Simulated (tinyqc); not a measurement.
Geometry relaxation of a small cluster: one step, computed by the program tinyqc.

E = sum_(i<j) phi(r_ij), phi(r) = eps [exp(-2 alpha (r - r0)) - 2 exp(-alpha (r - r0))]; the force on i is -sum_j phi'(r_ij) (R_i - R_j)/r_ij.

Question. Energy and forces at the start. Evaluate E and the forces at the starting positions.

Inputs (values chosen for the exercise, for model atoms): length r0 = 2.98 angstrom; well depth eps = 0.36 eV; stiffness alpha = 1.39 1/angstrom.

Potential: Morse. Method: steepest descent.

starting positions (angstrom):
```
           x      y      z
atom 1  0.06  -0.22   0.09
atom 2  3.24   0.36   0.02
atom 3  1.49   2.59   0.08
atom 4  1.57   1.08   2.42
atom 5  1.28    0.9  -2.66
```

Give: distances; energy at the start; forces.

Answer.

distances (angstrom): 1-2 3.233, 1-3 3.153, 1-4 3.066, 1-5 3.210, 2-3 2.835, 2-4 3.011, 2-5 3.364, 3-4 2.786, 3-5 3.226, 4-5 5.091

energy at the start = -3.053 eV

forces (eV/angstrom):
```
              x        y        z
atom 1   0.4065   0.2991  -0.0996
atom 2  -0.2011  -0.2032  -0.1622
atom 3  -0.2696   0.1764  -0.5092
atom 4  -0.0178  -0.2736   0.1820
atom 5   0.0821   0.0013   0.5890
```
